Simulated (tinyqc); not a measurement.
Time-dependent dielectric breakdown: cell percolation, Weibull statistics, area scaling and voltage extrapolation: one step, computed by the program tinyqc. Command: `OMP_NUM_THREADS=1 python tinyqc.py 3012839 3012840 out.jsonl tddb walk`. One thread of a shared host (Intel(R) Xeon(R) Processor @ 2.30GHz), about 0.01 s of CPU time with the checks.

The oxide is divided into columns of area a^2, each holding m = t_ox/a cells (m is taken as continuous). A share lambda(t) = (t/t_1)^alpha of the cells is defective, and a column whose cells are all defective breaks down.

Question. A sample of breakdown times. Each device fails at t = t63 (-ln(1 - u))^(1/beta). Sort the times; median rank F_i = (i - 0.3)/(n_s + 0.4) for n_s devices; W = ln(-ln(1 - F_i)).

characteristic life t63 = 55590.17 s

uniform random numbers u: 0.0707  0.7447  0.0441  0.4782  0.1370  0.5977  0.4571  0.4958  0.1900  0.3219  0.7902

Weibull slope beta = 1.148936

Give: Weibull plot.

Answer.

Weibull plot:
```
i   t (s)     F_i   ln t       W
1    3747  0.0614   8.23  -2.759
2    5719  0.1491   8.65  -1.823
3   10499  0.2368   9.26  -1.308
4   14334  0.3246   9.57  -0.935
5   24411  0.4123  10.10  -0.632
6   36197  0.5000  10.50  -0.367
7   38233  0.5877  10.55  -0.121
8   39982  0.6754  10.60   0.118
9   51237  0.7632  10.84   0.365
10  72896  0.8509  11.20   0.643
11  81936  0.9386  11.31   1.026
```

Caution: t_1 is an input here; in a real oxide it changes with thickness at fixed voltage.
